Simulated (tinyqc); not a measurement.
From results back to parameters: ellipsoidal valleys in the axes of a wafer and a channel. Two cases, with inputs chosen for the exercise.

Problem. A valley whose axis makes az^2 = 0.333333 with the surface normal has 1/mz = az^2/ml + (1 - az^2)/mt and mz md^2 = ml mt^2. Its confinement and density-of-states masses are given, and ml > mt.

Find: ml mt^2; mt; ml.

Method. Put ml = (mz md^2)/mt^2 into the first relation and solve for mt below (mz md^2)^(1/3), the value at which ml = mt; a scan of that range finds one root.

Case 1.

mz, md (m0): 0.2650141  0.3603924

Solution.

ml mt^2 = 0.034421
mt = 0.196 m0
ml = 0.896 m0

Case 2.

mz, md (m0): 0.2794439  0.4085752

Solution.

ml mt^2 = 0.046649
mt = 0.203 m0
ml = 1.132 m0

Computed by tinyqc, one run a case: `OMP_NUM_THREADS=1 python tinyqc.py N N+1 out.jsonl` with N = 1881036, 1881103; one thread of a shared Intel(R) Xeon(R) Processor @ 2.30GHz, about 0.01 s a run at most.
